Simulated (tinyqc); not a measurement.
Two-dimensional dopant profile at a mask edge: lateral junction, overlap and effective channel length: one step, computed by the program tinyqc.

Ions enter for y < 0; the mask (spacer, then gate) covers y > 0. x is the depth. The surface reflects dopant during the anneal.

Question. Lateral junction at the surface. Widths s_x^2 = (vertical straggle)^2 + 2 D t, s_y^2 = (lateral straggle)^2 + 2 D t. C(x, y) = V(x) (1/2) erfc(y/(sqrt2 s_y)), V(x) = Q/(sqrt(2 pi) s_x) [exp(-(x - R_p)^2/(2 s_x^2)) + exp(-(x + R_p)^2/(2 s_x^2))]; 1 nm = 1e-7 cm. The lateral junction at depth x solves C = C_B: y_j(x) = sqrt2 s_y erfc^-1(2 C_B/V(x)). Overlap under the gate = y_j(0) - spacer; metallurgical channel L_met = L_g - 2 overlap (tails from the two sides are not added). Abruptness at y_j(0) in nm per decade = ln(10) s_y sqrt(pi/2) exp(u^2) erfc(u), u = y_j/(sqrt2 s_y). Overlap capacitance per width = 3.9 eps_0 overlap/t_ox (zero if there is no overlap).

Inputs (values chosen for the exercise, modelled on a source-drain extension in silicon):
```
quantity            value    unit
channel doping C_B  3e+17  1/cm^3
gate length L_g       170      nm
offset spacer         4.8      nm
oxide thickness       2.3      nm
```

s_y = 8.075271 nm

V at the surface = 3.567606e+20 1/cm^3

vertical junction x_j = 51.02980 nm

Constants: eps_0 = 8.8541878128e-12 F/m.

Give: lateral junction y_j(0); ratio y_j(0)/x_j; overlap; metallurgical channel L_met; lateral abruptness; overlap capacitance.

Answer.

lateral junction y_j(0) = 25.37 nm

ratio y_j(0)/x_j = 0.4971

overlap = 20.57 nm

metallurgical channel L_met = 128.9 nm

lateral abruptness = 5.445 nm/decade

overlap capacitance = 0.3088 fF/um

The two overlaps take 24 % of the gate length. Caution: the peak exceeds usual solubilities, so part of the dose is inactive and diffusion is concentration dependent. Caution: the profile peaks below the surface, where the junction reaches further under the gate than y_j(0); the overlap given is the one at the surface.
